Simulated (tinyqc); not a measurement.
Inside a calculation. Model: surface potential of a MOS transistor: implicit equation and explicit approximations.

Computed by the program tinyqc: `OMP_NUM_THREADS=1 python tinyqc.py 2122022 2122023 out.jsonl`, one thread of a shared Intel Xeon 2.30GHz, about 0.01 s for the whole run. Printed values are rounded.

p-type body, charge-sheet picture, depletion and inversion only, full ionisation (an idealisation for deep acceptors), Boltzmann statistics (rough once Na exp(x - xn) passes about Nc/7). In units of Vt: xg = (Vg - Vfb)/Vt, x = psi/Vt, G = gamma/sqrt(Vt), xn = (2 phiF + Vc)/Vt. The implicit equation is (xg - x)^2 = G^2 [x - 1 + exp(x - xn)] for x above about 3. Cox = eps0 eox/tox.

Values chosen for this exercise; band and dielectric values close to those of silicon: temperature T = 350 K; band gap Eg = 1.1 eV; relative permittivity eps_r = 11.8; conduction-band density of states at T Nc = 3.49e19 cm^-3; valence-band density of states at T Nv = 3.36e19 cm^-3; relative permittivity of the gate insulator (close to silicon dioxide) eox = 3.9; insulator thickness tox = 6.7 nm; acceptor density Na = 1.8e16 cm^-3; flat-band voltage Vfb = -0.61 V; channel-body voltage Vc = 0 V; gate-body voltage Vg = 0.42 V.

Constants: q = 1.602176634e-19 C, kB = 1.380649e-23 J/K, Vt = kB T/q, eps0 = 8.8541878128e-14 F/cm where lengths are in cm. Results are converted to the units shown.

## Scales

ni = sqrt(Nc Nv) exp(-Eg/(2 Vt)), Eg in volts; phiF = Vt ln(Na/ni); gamma = sqrt(2 q eps0 eps_r Na)/Cox; VT = Vfb + Vt (xn + G sqrt(xn - 1)).

phiF = 0.3222601 V
gamma = 0.1506202 V^0.5
G = 0.8672870
xn = 21.36956
VT = 0.1525780 V
xg = 34.15044

## Explicit approximation

Depletion value a = 1 + [sqrt(G^2/4 + xg - 1) - G/2]^2; inversion value b = xn + ln[(xg - xn)^2/G^2 - xn + 1] and first guess y = min(a, b) - ln(1 + exp(-|a - b|)) if a > xn + 1, else b = y = a; one second-order correction with D = exp(y - xn), p = 2 (xg - y) + G^2 (1 + D), w = (xg - y)^2 - G^2 (y - 1 + D): z = y + 2 w/(p + sqrt(p^2 - 2 (2 - G^2 D) w)), or the Newton step z = y + w/p where the root is not real.

a = 29.51886
b = 26.65174
y = 26.59644
p = 155.9249
w = -102.2550
z = 25.94064

The root of the implicit equation is x = 25.6410; y misses it by 0.96 and z by 0.30, in units of Vt (Newton branch).

## Starting value

x = y rounded to two decimals.

x at the start = 26.6

## Iteration 1: new x

D = exp(x - xn), f = (xg - x)^2 - G^2 (x - 1 + D), f' = -2 (xg - x) - G^2 (1 + D), x(new) = x - f/f'.

D = 186.8745
f = -102.8114
f' = -156.4176
x after iteration 1 = 25.94271

## Iteration 2: new x

As before.

D = 96.84866
f = -24.24306
f' = -90.01591
x after iteration 2 = 25.67339

## Iteration 3: new x

As before.

D = 73.98259
f = -2.347393
f' = -73.35499
x after iteration 3 = 25.64139

## Course of the iteration

Stop when the step is below 1e-11, or after 60 iterations.

Course of the iteration:
```
iteration  x before the step      step
1                       26.6    -0.657
2                   25.94271    -0.269
3                   25.67339   -0.0320
4                   25.64139  -3.79e-4
5                   25.64101  -5.20e-8
6                   25.64101   < 1e-13
```

Converged in 6 iterations.

## Potential, charges and gate control

converged x = 25.64101

psi = Vt x; N_dep = Cox Vt G sqrt(x - 1)/q; N_inv = (Cox Vt G/q) [sqrt(x - 1 + exp(x - xn)) - sqrt(x - 1)]; dpsi/dVg = 1/[1 + G^2 (1 + exp(x - xn))/(2 (xg - x))].

psi = 0.7733500 V
N_dep = 4.176968e11 cm^-2
N_inv = 4.0790e11 cm^-2
dpsi/dVg = 0.2375384

psi lies 4.3 Vt above 2 phiF + Vc.
